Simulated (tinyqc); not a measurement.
Inside a calculation. Method: lattice vibrations of a chain. One step of it, computed by the program tinyqc.

Question. Frequencies. omega^2 are the eigenvalues; wavenumber = 521.4708 sqrt(eigenvalue) 1/cm.

D(q) (eV/(angstrom^2 u)), lower triangle (Hermitian):
```
                    1          2         3
1            0.552925
2           -0.261205   0.512146
3  0.116190-0.293462i  -0.434761  1.057078
```

Give: eigenvalues; wavenumbers; weights |e|^2 of the mass-weighted modes.

Answer.

eigenvalues: 0.121  0.563  1.438

wavenumbers (1/cm): 181.5  391.4  625.3

weights |e|^2 of the mass-weighted modes:
```
        mode 1  mode 2  mode 3
atom 1   0.304   0.554   0.142
atom 2   0.523   0.271   0.206
atom 3   0.173   0.175   0.652
```
